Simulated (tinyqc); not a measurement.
# Defect equilibria of an oxide against oxygen pressure (mass action), step by step

A worked calculation. Computed by tinyqc, a small Python program that keeps every step. Command: `OMP_NUM_THREADS=1 python tinyqc.py 3031199 3031200 out.jsonl brouwer walk`. One thread of a shared host (Intel(R) Xeon(R) Processor @ 2.30GHz), about 0.01 s of CPU time with the checks. Intermediate numbers are printed to about 6 digits and carried at full precision; extremes and crossings named in words are read from the listed rows.

Defects: oxygen vacancies V (charge +2), electrons n, holes p, the ionic partner X = O_i'' (charge -2), and the dopant. Activities are taken equal to concentrations.

Inputs (values chosen for the exercise, for a model oxide):
```
quantity                           value             unit
reduction enthalpy H_r              4.77               eV
prefactor K_r0                   8.2e+67  cm^-9 atm^(1/2)
gap E_g                              3.9               eV
prefactor N_c N_v                  2e+41            cm^-6
disorder enthalpy H_s                4.2               eV
prefactor K_s0                   1.8e+44            cm^-6
dopant density N_d               5.8e+19            cm^-3
temperature T                        700                K
oxygen pressure P                 0.0007              atm
electron mobility mu_n             0.065       cm^2/(V s)
hole mobility mu_p                  0.34       cm^2/(V s)
vacancy diffusion prefactor D_0    0.028           cm^2/s
vacancy migration energy E_m           1               eV
```

Ionic disorder: anion Frenkel. Dopant (singly charged, fully ionised): acceptor.

Constants: k_B = 8.617333262e-05 eV/K; e = 1.602176634e-19 C.

## Equilibrium constants

K_r = K_r0 exp(-H_r/k_B T) = [V] n^2 P^(1/2); K_i = N_c N_v exp(-E_g/k_B T) = n p; K_s = K_s0 exp(-H_s/k_B T) = [X] [V].

K_r = 3.72671e+33 cm^-9 atm^(1/2)

K_i = 1.66827e+13 cm^-6

K_s = 1.03897e+14 cm^-6

## Trial electron densities

Neutrality: 2 [V] + p = n + 2 [X] + N_d. With n as the unknown, [V] = K_r/(n^2 P^(1/2)), p = K_i/n, [X] = K_s/[V]; the log ratio is ln(positive/negative).

Densities (cm^-3):
```
n                 [V]            p          [X]  log ratio
1.00e+06  1.40856e+23  1.66827e+07  7.37610e-10    8.48820
1.00e+07  1.40856e+21  1.66827e+06  7.37610e-08    3.88303
1.00e+08  1.40856e+19  1.66827e+05  7.37610e-06   -0.72214
1.00e+09  1.40856e+17  1.66827e+04  7.37610e-04   -5.32731
1.00e+10  1.40856e+15  1.66827e+03  7.37610e-02   -9.93248
```

## Solution at the given pressure

The root is found by 60 bisections in ln n between n = 1e-10 and 1e25 cm^-3.

n = 6.96930e+07 cm^-3

[V] = 2.90e+19 cm^-3

p = 239374 cm^-3

[X] = 3.58266e-06 cm^-3

The largest terms give the Brouwer balance 2 [V] = N_d; the smaller of the two terms is 100 % of the total charge of one sign.

## Conductivities

sigma_n = e n mu_n, sigma_p = e p mu_p, sigma_ion = 2 e [V] mu_V with mu_V = 2 e D/(k_B T) and D = D_0 exp(-E_m/k_B T); only the oxygen vacancies carry ionic current, and the ionic transport number is sigma_ion over the total.

sigma_n = 7.25793e-13 S/cm

sigma_p = 1.30397e-14 S/cm

sigma_ion = 5.44719e-07 S/cm

total conductivity = 5.44720e-07 S/cm

ionic transport number = 0.999999

The conductor is mainly ionic here.

## Brouwer diagram

The slope is d log n / d log P from this row and the one above; the last column names the largest term on each side. Pressures that give more than 3e21 cm^-3 are left out.

Log10 of the densities in cm^-3:
```
log10 P (atm)        n      [V]         p       [X]  slope of n      balance
-32            15.0545  19.4624  -1.83219  -5.44580           -  2 [V] = N_d
-28            14.0545  19.4624  -0.83220  -5.44580   -0.249999  2 [V] = N_d
-24            13.0545  19.4624   0.16780  -5.44579   -0.250000  2 [V] = N_d
-20            12.0545  19.4624   1.16780  -5.44579   -0.250000  2 [V] = N_d
-16            11.0545  19.4624   2.16780  -5.44579   -0.250000  2 [V] = N_d
-12            10.0545  19.4624   3.16780  -5.44579   -0.250000  2 [V] = N_d
-8              9.0545  19.4624   4.16780  -5.44579   -0.250000  2 [V] = N_d
-4              8.0545  19.4624   5.16780  -5.44579   -0.250000  2 [V] = N_d
0               7.0545  19.4624   6.16780  -5.44579   -0.250000  2 [V] = N_d
```

Regimes: 2 [V] = N_d from log P = -32 to 0, where that balance predicts a slope of -1/4 and the table comes as close as -0.250.

## Conductivity against oxygen pressure

The formulas are those given above.

Log10 of the conductivities in S/cm:
```
log10 P (atm)    n-type    p-type     ionic     total  ionic transport number
-28             -5.9279  -20.0960  -6.26383  -5.76314                0.315729
-24             -6.9279  -19.0960  -6.26383  -6.17863                0.821876
-20             -7.9279  -18.0960  -6.26383  -6.25452                0.978787
-16             -8.9279  -17.0960  -6.26383  -6.26289                0.997837
-12             -9.9279  -16.0960  -6.26383  -6.26373                0.999783
-8             -10.9279  -15.0960  -6.26383  -6.26382                0.999978
-4             -11.9279  -14.0960  -6.26383  -6.26383                0.999998
0              -12.9279  -13.0960  -6.26383  -6.26383                1.000000
```

The ionic transport number exceeds 0.9 in the rows log P = -20, -16, -12, -8, -4, 0: the electrolytic window. The total has no minimum inside this range.

Checks made by the program: the three mass-action laws (relative difference below 1e-10).
